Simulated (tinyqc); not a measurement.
Heisenberg magnet: exchange from energy differences, ordering vector, linear spin waves and ordering temperature: one step, computed by the program tinyqc. Command: `OMP_NUM_THREADS=1 python tinyqc.py 3027006 3027007 out.jsonl magnon walk`. One thread of a shared host (Intel(R) Xeon(R) Processor @ 2.30GHz), about 0.02 s of CPU time with the checks.

H = -sum over pairs <ij> J_ij S_i.S_j - K sum_i (S_i^z)^2, each pair once, J > 0 ferromagnetic. First neighbours: 4 at a (1, 0), second: 4 at a (1, 1), with all permutations and signs.

Task: Energies of ordered states. J(q) = J1 g1(q) + J2 g2(q), g_s(q) = sum over shell s of cos(q.R). A classical spiral or collinear state of wave vector Q has the exchange energy -(S^2/2) J(Q) per site.

Inputs (values chosen for the exercise, for a model magnet): exchange J1 = -1.47 meV; exchange J2 = -0.25 meV; spin S = 1.5.

Lattice: square.

Give: States, Q in 2 pi/a.

Result:

States, Q in 2 pi/a:

| Q | g1 | g2 | energy (meV/site) |
|---|---|---|---|
| G (0, 0) | 4 | 4 | 7.740 |
| X (0.5, 0) | 0 | -4 | -1.125 |
| M (0.5, 0.5) | -4 | 4 | -5.490 |

The lowest of these is M (0.5, 0.5), 4.365 meV per site below X (0.5, 0).
